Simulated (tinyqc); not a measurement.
Short-channel transistor, virtual-source model with series resistance: two steps of the calculation.

The current per gate width is the charge at the top of the source barrier (the virtual source) times its velocity times a saturation function; al and be are fitting constants of the model. Units: I in uA/um, Rs in ohm um, so I Rs = 1e-6 I Rs in volts; Q in uC/cm^2, so I = 1e-4 Q vx0 Fsat with vx0 in cm/s.

Inputs (values chosen for the exercise):
- T = 293 K (temperature)
- Cinv = 2.17 uF/cm^2 (inversion capacitance)
- vx0 = 8.41e6 cm/s (velocity at the virtual source)
- mu = 180 cm^2/(V s) (apparent mobility)
- L = 12 nm (channel length)
- VT0 = 0.345 V (threshold at zero drain voltage)
- dl = 0.158 V/V (drain-induced barrier lowering)
- n0 = 1.1 (subthreshold factor)
- nd = 0 1/V (growth of n with drain voltage)
- al = 3.5 (threshold shift (in units of Vt) from weak to strong inversion)
- be = 1.4 (sharpness of saturation)
- Rs = 200 ohm um (series resistance of each contact)
- Vgs = 0.63 V (gate voltage)
- Vds = 0.75 V (drain voltage)

Constants: q = 1.602176634e-19 C, kB = 1.380649e-23 J/K, Vt = kB T/q. Results are converted to the units shown.

Problem 1. Current through the series resistance. Intrinsic voltages Vg' = Vgs - I Rs, Vd' = Vds - 2 I Rs. n = n0 + nd Vd', VT = VT0 - dl Vd', Ff = 1/(1 + exp((Vg' - VT + al Vt/2)/(al Vt))), Q = Cinv n Vt ln(1 + exp((Vg' - VT + al Vt Ff)/(n Vt))), Vdsat = (vx0 L/mu)(1 - Ff) + Vt Ff, Fsat = u/(1 + u^be)^(1/be) with u = Vd'/Vdsat, and I(out) = Q vx0 Fsat per width. (Fsat takes the sign of u.) I(new) = I(out).

I after iteration 2 = 383.36153 uA/um

Wanted: Vg'; Vd'; VT; Ff; Q; Vdsat; Fsat; I(out); I after iteration 3.

Solution 1.

Vg' = 0.5533 V
Vd' = 0.5967 V
VT = 0.2507 V
Ff = 0.01938
Q = 0.6604 uC/cm^2
Vdsat = 0.05547 V
Fsat = 0.9751
I(out) = 541.5 uA/um
I after iteration 3 = 541.5 uA/um

Problem 2. What the series resistance costs. n = n0 + nd Vd', VT = VT0 - dl Vd', Ff = 1/(1 + exp((Vg' - VT + al Vt/2)/(al Vt))), Q = Cinv n Vt ln(1 + exp((Vg' - VT + al Vt Ff)/(n Vt))), Vdsat = (vx0 L/mu)(1 - Ff) + Vt Ff, Fsat = u/(1 + u^be)^(1/be) with u = Vd'/Vdsat, and I = Q vx0 Fsat per width. I0 is the current for Rs = 0. Effective velocity I/Q; transit time L Q/I.

converged I = 490.97574 uA/um
I0 = 723.80703 uA/um

Give: loss against I0; effective velocity; transit time.

Solution 2.

loss against I0 = 32.168 %
effective velocity = 8.1794e6 cm/s
transit time = 0.14671 ps

The carriers leave the virtual source at 97.3 % of vx0: the device is in saturation.

Numbers from tinyqc (`OMP_NUM_THREADS=1 python tinyqc.py 2380049 2380050 out.jsonl`; about 0.01 s on one thread of a shared Intel Xeon 2.30GHz).
